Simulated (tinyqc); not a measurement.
Minority carriers and saturation current of a heavily doped emitter: two steps of the calculation.

n-type, parabolic bands, full ionisation. eta = (EF - Ec)/kB T solves N = Nc F12(eta), F12(x) = (2/sqrt(pi)) int_0^infinity sqrt(u)/(1 + exp(u - x)) du. The gap shrinks rigidly by dEg = E1 [ln(N/N0) + sqrt(ln^2(N/N0) + 0.5)], an empirical law that is here taken as the true narrowing.

Values chosen for this exercise; band and dielectric values close to those of silicon: temperature T = 300 K; band gap Eg = 1.13 eV; conduction-band density of states at 300 K Nc = 2.84e19 cm^-3; valence-band density of states at 300 K Nv = 2.69e19 cm^-3; ionised donor density N = 8.8e18 cm^-3; energy of the narrowing law E1 = 8.3 meV; density of the narrowing law N0 = 8.7e16 cm^-3; minority-hole mobility mup = 140 cm^2/(V s); Auger coefficient Cn = 1.6e-31 cm^6/s; defect lifetime ts = 1.9 us; emitter width W = 330 nm; recombination velocity at the contact S = 66000 cm/s.

Constants: q = 1.602176634e-19 C, kB = 1.380649e-23 J/K, Vt = kB T/q. Results are converted to the units shown.

Question 1. Effective intrinsic density. ni = sqrt(Nc Nv) exp(-Eg/(2 Vt)), Eg in volts; degeneracy factor g = F12(eta) exp(-eta); nie^2 = ni^2 exp(dEg/kB T) g, p0 = nie^2/N; apparent narrowing dEg + kB T ln g.

converged eta = -1.0625566

Find: ni; dEg; g; apparent narrowing; nie; p0.

Answer 1.

ni = 8.9115e9 cm^-3
dEg = 77.082 meV
g = 0.89666
apparent narrowing = 74.262 meV
nie = 3.7474e10 cm^-3
p0 = 159.58 cm^-3

Narrowing multiplies p0 by 19.7 and degeneracy by 0.897.

Question 2. Saturation current. 1/tau = Cn N^2 + 1/ts, D = mup Vt, L = sqrt(D tau); J0 = (q p0 D/L)(s + tanh(W/L))/(1 + s tanh(W/L)), s = S L/D; the share recombining inside is 1 - 1/[cosh(W/L)(1 + tanh(W/L)/s)].

p0 = 159.57968 cm^-3

Give: tau; L; s; J0; share recombining inside.

Answer 2.

tau = 77.419 ns
L = 5293.4 nm
s = 9.6529
J0 = 1060.8 fA/cm^2
share recombining inside = 0.83363 %

The emitter is transparent: most holes reach the contact.

Range of the model: Band tails, non-parabolic bands and incomplete ionisation are left out.

Numbers from tinyqc (`OMP_NUM_THREADS=1 python tinyqc.py 2330089 2330090 out.jsonl`; about 0.01 s on one thread of a shared Intel Xeon 2.30GHz).
